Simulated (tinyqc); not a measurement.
Hexagonal on-chip spiral inductor, lumped pi model: one step of the calculation.

Outer diameter do = di + 2 n wd + 2 (n - 1) sp, mean da = (do + di)/2, fill p = (do - di)/(do + di), length l = 3.464 n da. L = 2.33 mu0 n^2 da/(1 + 3.82 p), mu0 = 4 pi 1e-7 H/m. Rs = rho l/(wd delta (1 - exp(-th/delta))), delta = sqrt(rho/(pi f mu0)). Cs = n wd^2 eps0 eo/hu across the coil. At each end Cox = l wd eps0 eo/(2 ho) leads to the substrate branch Rsi = 2 rs he/(l wd) in parallel with Csi = l wd eps0 11.7/(2 he). With one end grounded Y = 1/(Rs + i w L) + i w Cs + 1/[1/(i w Cox) + 1/(1/Rsi + i w Csi)], w = 2 pi f; Q = -Im Y/Re Y. Eddy currents in neighbouring turns and in the substrate are left out.

Task. Geometry and model elements. do, l, L, delta, Rs, Cs, Cox, Rsi and Csi as defined.

Inputs (values chosen for the exercise); values of the order met in silicon radio-frequency processes:
```
symbol  value     unit                                     meaning
n         6.5                                      number of turns
wd          6       um                                  line width
sp          3       um                         space between turns
di         60       um                              inner diameter
th          4       um                             metal thickness
rho       1.9  uohm cm                           metal resistivity
ho        5.2       um                        oxide below the coil
hu        0.7       um            oxide between coil and underpass
eo          3                   relative permittivity of the oxide
rs         10   ohm cm                       substrate resistivity
he         80       um  effective spreading depth in the substrate
f         1.2      GHz                                   frequency
```

Constants: eps0 = 8.8541878128e-12 F/m. Results are converted to the units shown.

Give: do; l; L; delta; Rs; Cs; Cox; Rsi; Csi.

Result.

do = 171.00 um
l = 2600.6 um
L = 5.0389 nH
delta = 2.0027 um
Rs = 4.7578 ohm
Cs = 8.8795 fF
Cox = 39.853 fF
Rsi = 1025.4 ohm
Csi = 10.103 fF

Numbers from tinyqc (`OMP_NUM_THREADS=1 python tinyqc.py 2302001 2302002 out.jsonl`; about 0.01 s on one thread of a shared Intel Xeon 2.30GHz).
